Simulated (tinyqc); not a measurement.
Worked calculation: RHF in the sto-3g basis, for H2, spin multiplicity 1. One step of it, computed by the program tinyqc.

Question. Iteration 2: building the Fock matrix. J_ij = sum D_kl (ij|kl), K_ij = sum D_kl (ik|jl); F = H + J - 0.5 K; E = tr D H + tr D J / 2 - 0.25 tr D K + E_nn.

D after iteration 1, order 1H 1s, 2H 1s:
```
[[0.586022, 0.586022],
 [0.586022, 0.586022]]
```

core Hamiltonian H = T + V (hartree), order 1H 1s, 2H 1s:
```
[[-1.169336, -1.044495],
 [-1.044495, -1.169336]]
```

Two-electron integrals (ij|kl) in chemists' order, unique and non-zero (hartree):
```
(11|11) 0.774606   (21|11) 0.485736   (21|21) 0.346983   (22|11) 0.596935
(22|21) 0.485736   (22|22) 0.774606
```

nuclear repulsion = 0.79099733 hartree

Give: Coulomb J; exchange K; Fock matrix F; total energy of this density.

Answer.

Coulomb J (hartree), order 1H 1s, 2H 1s:
```
[[1.3731, 0.9760],
 [0.9760, 1.3731]]
```

exchange K (hartree), order 1H 1s, 2H 1s:
```
[[1.2266, 1.1225],
 [1.1225, 1.2266]]
```

Fock matrix F (hartree), order 1H 1s, 2H 1s:
```
[[-0.4096, -0.6297],
 [-0.6297, -0.4096]]
```

total energy of this density = -1.115416 hartree
